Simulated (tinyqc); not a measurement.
# Kinetic Monte Carlo and master equation for a particle on a ring of sites with traps and bias, step by step

A worked calculation. Computed by tinyqc, a small Python program that keeps every step. Command: `OMP_NUM_THREADS=1 python tinyqc.py 3028744 3028745 out.jsonl kmc walk`. One thread of a shared host (Intel(R) Xeon(R) Processor @ 2.30GHz), about 0.07 s of CPU time with the checks. Intermediate numbers are printed to about 7 digits and carried at full precision; extremes and crossings named in words are read from the listed rows.

6 sites on a ring, numbered 1 to 6. The saddle between i and i+1 lies at E0 + s b_i and site i at s eps_i; a force F tilts the landscape, with the saddle half-way.

Inputs (values chosen for the exercise, for a model defect):
```
quantity                         value         unit
reference barrier E0               0.4           eV
scale factor s of the disorder       1            -
attempt frequency nu                11          THz
temperature T                      350            K
site spacing a                     2.5     angstrom
force F along the ring            0.01  eV/angstrom
seed of the random numbers      606503            -
```

Disorder: site traps.

site energies eps_i (eV): -0.025  -0.021  -0.038  0  -0.016  0

saddle shifts b_i between sites i and i+1 (eV): 0  0  0  0  0  0

Constants: k_B = 8.617333262e-05 eV/K.

## Rate table

Rates: k(i to i+1) = nu exp(-(E0 + s b_i - s eps_i - F a/2)/(k_B T)), k(i to i-1) = nu exp(-(E0 + s b_(i-1) - s eps_i + F a/2)/(k_B T)). Share right = k right/(k right + k left); mean stay = 1/(k right + k left).

Rates, shares of right hops and mean stays:
```
site  k right (1/s)  k left (1/s)  share right  mean stay (s)
1      1.263729e+07  5.516580e+06    0.6961211   5.508466e-08
2      1.442951e+07  6.298939e+06    0.6961211   4.824288e-08
3      8.212254e+06  3.584909e+06    0.6961211   8.476614e-08
4      2.894931e+07  1.263729e+07    0.6961211   2.404620e-08
5      1.703132e+07  7.434714e+06    0.6961211   4.087299e-08
6      2.894931e+07  1.263729e+07    0.6961211   2.404620e-08
```

The particle stays longest on site 3, 3.5 times as long as on the quickest site.

## Twelve steps of the residence-time algorithm

Random numbers:
```
step      r1      r2
1     0.6788  0.2869
2     0.2760  0.7168
3     0.4774  0.4827
4     0.1271  0.0213
5     0.1892  0.5584
6     0.0998  0.6483
7     0.9036  0.8693
8     0.3153  0.3361
9     0.6866  0.3109
10    0.4280  0.8280
11    0.7302  0.8926
12    0.4533  0.9173
```

Start on site 1 at t = 0. Hop right if r1 is below the share right, else left; advance the clock by -ln(r2) times the mean stay.

Trajectory:
```
step  site    hop      wait (s)     clock (s)  net hops
1        1  right  6.877989e-08  6.877989e-08         1
2        2  right  1.606287e-08  8.484276e-08         2
3        3  right  6.174026e-08  1.465830e-07         3
4        4  right  9.255499e-08  2.391380e-07         4
5        5  right  2.381586e-08  2.629539e-07         5
6        6  right  1.042167e-08  2.733755e-07         6
7        1   left  7.715542e-09  2.810911e-07         5
8        6  right  2.621869e-08  3.073098e-07         6
9        1  right  6.435452e-08  3.716643e-07         7
10       2  right  9.105463e-09  3.807698e-07         8
11       3   left  9.630852e-09  3.904006e-07         7
12       2  right  4.164359e-09  3.945650e-07         8
```

## Steady state

Master equation dP/dt = W P, W_(i+1,i) = k right, W_(i-1,i) = k left, columns summing to zero. The steady state is its null vector; drift v = a sum P_i (k right - k left). D = a^2 lambda''(0)/2, where lambda(q) is the leading eigenvalue of W with right hops weighted by exp(q) and left hops by exp(-q). The slowest relaxation rate is minus the real part of the next eigenvalue of W. 1 angstrom = 1e-8 cm.

occupations P_i: 0.1988192  0.1741249  0.3059497  0.0867909  0.1475244  0.0867909

drift velocity v = 0.2123602 cm/s

diffusivity D = 7.147227e-09 cm^2/s

slowest relaxation rate = 1.141003e+07 1/s

With equal saddles the steady current leaves the occupations at their Boltzmann values exp(-s eps_i/(k_B T))/Z.

## Closed form at zero force

At zero force D0 = a^2 nu exp(-E0/(k_B T)) / [<exp(-s eps/(k_B T))> <exp(s b/(k_B T))>], with means over the ring; Einstein relation v = D0 F/(k_B T); 1 angstrom = 1e-8 cm.

zero-force diffusivity D0 = 6.225175e-09 cm^2/s

D0 over the value without disorder = 0.5207453

Einstein drift = 0.2064005 cm/s

F a/(k_B T) = 0.829; the true drift is 1.0289 times the Einstein value.

## Sampled drift against the exact one

400 independent walkers start on sites drawn with weights P_i (k right + k left), the steady shares of hops (random numbers not printed); the estimate is total displacement over total time, with its standard error from the spread between walkers.

Drift from sampling:
```
hops per walker  estimate (cm/s)  standard error (cm/s)  deviation in standard errors
10                     0.2201936            0.009228144                     0.8488605
30                     0.2164423            0.005340430                     0.7643738
100                    0.2126547            0.002836573                     0.1038100
300                    0.2109438            0.001558900                    -0.9085577
1000                   0.2124245            0.000882721                     0.0728046
3000                   0.2122991            0.000489828                    -0.1247390
```

The exact drift is 0.2124 cm/s. The standard error falls by a factor 3.21 from 100 to 1000 hops (sqrt10 = 3.16), and in the last row it is 0.23 % of the drift.

Checks made by the program: closed form against the master equation at zero force (relative difference 8e-07).
